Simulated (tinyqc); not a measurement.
Worked calculation: Frenkel-Kontorova chain: a misfit dislocation (kink) in a monolayer on a periodic substrate. Computed by tinyqc, a small Python program that keeps every step. Command: `OMP_NUM_THREADS=1 python tinyqc.py 3021275 3021276 out.jsonl fkchain walk`. One thread of a shared host (Intel(R) Xeon(R) Processor @ 2.30GHz), about 0.05 s of CPU time with the checks. Intermediate numbers are printed to about 7 digits and carried at full precision; extremes and crossings named in words are read from the listed rows.

E = sum_j [(k/2)(x_(j+1) - x_j - b)^2 + (W/2)(1 - cos(2 pi x_j/a))], x_j = a (j + u_j). A kink takes u from 0 to 1: the chain is stretched by one period and has one atom fewer than wells.

Inputs (values chosen for the exercise, for a model overlayer): spring constant k = 1.14 eV/angstrom^2; substrate period a = 3 angstrom; corrugation W = 1.08 eV; misfit f = (b - a)/a = 0.19; atoms on each side n = 9; atomic mass M = 192 u.

Relaxation: Newton steps.

Constants: nu for 1 eV/(angstrom^2 u) = 15.6333042 THz.

## Continuum limit

l0 = sqrt(k a^2/(2 W)); kink u(j) = (2/pi) arctan exp(pi j/l0); kink energy at f = 0: E0 = (4/pi) W l0; with misfit E0 - k a^2 f; kinks become favourable at f_c = 2/(pi l0), and a coherent chain with free ends loses stability at f_m = 1/l0. Lowest vibration of the flat chain: nu0 = 15.6333042 THz x sqrt(2 pi^2 W/(a^2 M)).

kink width l0 = 2.179449

kink energy E0 = 2.996958 eV

kink energy with misfit = 1.047558 eV

critical misfit f_c = 0.2921012

limit f_m = 0.4588315

gap frequency nu0 = 1.736424 THz

f < f_c: the layer stays in register. Caution: a corrugation above 1 eV is larger than real overlayers usually show; it is chosen to keep the kink narrow. Caution: for l0 below about 3 the kink spans few atoms, and the continuum kink energy is off by about 2 per cent or more.

## Start between two atoms

Discrete chain at f = 0, ends held at u = 0 and 1: E = (k a^2/2) sum (u_(j+1) - u_j)^2 + (W/2) sum (1 - cos 2 pi u_j), gradient g_j = k a^2 (2 u_j - u_(j-1) - u_(j+1)) + pi W sin(2 pi u_j), Hessian 2 k a^2 + 2 pi^2 W cos(2 pi u_j) on the diagonal and -k a^2 beside it. Free atoms j = -n..n-1 start from the continuum shape centred half-way, at j + 1/2.

u at the start: [0.0000030, 0.0000128, 0.0000543, 0.0002295, 0.0009701, 0.0041002, 0.0173271, 0.0729367, 0.2882015, 0.7117985, 0.9270633, 0.9826729, 0.9958998, 0.9990299, 0.9997705, 0.9999457, 0.9999872, 0.9999970]

E at the start = 2.884524 eV

gradient (eV): [-0.000005, -0.000051, -0.000215, -0.000908, -0.003838, -0.016192, -0.066191, -0.137030, 1.158162, -1.158162, 0.137030, 0.066191, 0.016192, 0.003838, 0.000908, 0.000215, 0.000051, 0.000005]

## Relaxation

Start as above (continuum shape at j + 1/2, j = -n..n-1, l0 = sqrt(k a^2/(2 W))). u(new) = u - H^-1 g; stop when the largest gradient is below 1e-9 eV.

Course:
```
step    E (eV)  largest gradient (eV)
1     2.884524           1.158162e+00
2     2.834476           1.573566e-01
3     2.833619           1.934238e-03
4     2.833619           3.103524e-07
5     2.833619                      0
```

relaxed u: [0.0000052, 0.0000210, 0.0000806, 0.0003077, 0.0011743, 0.0044806, 0.0170957, 0.0651643, 0.2448805, 0.7551195, 0.9348357, 0.9829043, 0.9955194, 0.9988257, 0.9996923, 0.9999194, 0.9999790, 0.9999948]

energy, centre between atoms = 2.833619 eV

last gradient = 0 eV

Converged; the discrete energy is 0.9455 of the continuum value, which puts the discrete f_c = E/(k a^2) at 0.2762.

## Peierls barrier

Repeat by Newton steps with an atom at the centre (j = -n..n, u_0 = 1/2). Barrier = difference of the two energies; the lowest Hessian eigenvalue tells minimum from saddle.

energy, centre on an atom = 2.949529 eV

Peierls barrier = 115.9107 meV

lowest eigenvalue, between atoms = 7.355584 eV

lowest eigenvalue, on an atom = -6.331908 eV

The atom-centred kink, with an atom on top of the corrugation, is a saddle and the other a minimum. The barrier is 11 % of W, what one atom alone would climb.

## Kink density above f_c

Frank and van der Merwe: the modulus q solves f = 2 E(q)/(pi l0 q), and the kinks per atom are pi/(2 l0 q K(q)), with the complete elliptic integrals K and E; strain left = f - density (for f above f_c = 2/(pi l0)).

Continuum ground state:
```
f               q  kinks per atom  strain left
0.2936  0.9989707       0.1609996    0.1326004
0.2979  0.9953235       0.1941395    0.1037605
0.3067  0.9866937       0.2270186    0.0796814
0.3213  0.9707481       0.2614328    0.0598672
0.3505  0.9362418       0.3104826    0.0400174
0.4089  0.8655211       0.3864181    0.0224819
0.4966  0.7673084       0.4847717    0.0118283
0.6426  0.6353268       0.6372989    0.0053011
```

0.51 % above f_c the density is already 0.55 of f: kinks repel only exponentially, so they flood in, as 1/|ln(f - f_c)|. At 2.2 f_c they take up 99.2 % of the misfit and the layer floats nearly free.

Checks made by the program: energy against a quasi-Newton minimiser (relative difference below 1e-10).
